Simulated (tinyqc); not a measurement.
# From one set of inputs to another, one input at a time

Model: Heisenberg spin cluster by exact diagonalisation: multiplets, susceptibility, level crossings. Computed by tinyqc, a small Python program. Command: `OMP_NUM_THREADS=1 python tinyqc.py 3003821 3003822 out.jsonl spincl ladder`. One thread of a shared host (Intel(R) Xeon(R) Processor @ 2.30GHz), about 0.01 s of CPU time with the checks.

H = J1 sum S_i.S_j over the bonds 1-2, 3-4 + J2 sum over 2-3 - g mu_B B S_z; J > 0 is antiferromagnetic.

The inputs printed are set A. Inputs not listed in the table keep their values of set A, so the rows need not describe a real material.

Inputs (values chosen for the exercise, for a model cluster):

| quantity | value | unit |
|---|---|---|
| exchange J1 | -0.513 | meV |
| exchange J2 | -0.038 | meV |
| g factor | 1.95 | - |
| temperature T | 1.2 | K |

Cluster: chain of four, J1 outer bonds and J2 in the middle. Spin s of each site: 0.5.

Constants: k_B = 8.617333262e-05 eV/K.

Method. Every multiplet has one member in the block S_z = 0; diagonalise it and read the total spin from <S^2> = S (S + 1). Z = sum k (2S + 1) exp(-E/(k_B T)) over the table, k the number of multiplets; <S^2> likewise with the factor S (S + 1); chi T = N_A g^2 mu_B^2 <S^2>/(3 k_B) = 0.125049 g^2 <S^2> cm^3 K/mol (cgs, per mole of clusters); C = (<E^2> - <E>^2)/(k_B T)^2; entropy = ln Z + <E>/(k_B T).

Each row keeps all changes above it:

| input moved | from | to | entropy (k_B) | gap to the next level (meV) | ground energy (meV) |
|---|---|---|---|---|---|
| set A | - | - | 2.2197 | 0.01830 | -0.26600 |
| exchange J1 (meV) | -0.513 | 0.418 | 0.5085 | 0.40882 | -0.62732 |
| g factor | 1.95 | 1.99 | 0.5085 | 0.40882 | -0.62732 |
| temperature T (K) | 1.2 | 10 | 2.7217 | 0.40882 | -0.62732 |
| exchange J2 (meV) | -0.038 | 0.19 | 2.7173 | 0.35895 | -0.63602 |

Entropy goes from 2.22 to 2.72, a factor 1.22 in all. The largest single move comes from temperature T (a factor 5.35), and exchange J1 works against it (a factor 0.229). gap to the next level goes from 0.0183 to 0.359, a factor 19.6 in all. The largest single move comes from exchange J1 (a factor 22.3). Ground energy goes from -0.266 to -0.636, -0.37 in all. The largest single move comes from exchange J1 (-0.361). The single moves hold for this order of the switches; the total does not depend on the order.

Extremes, crossings and ranges named in words are read from the listed rows.
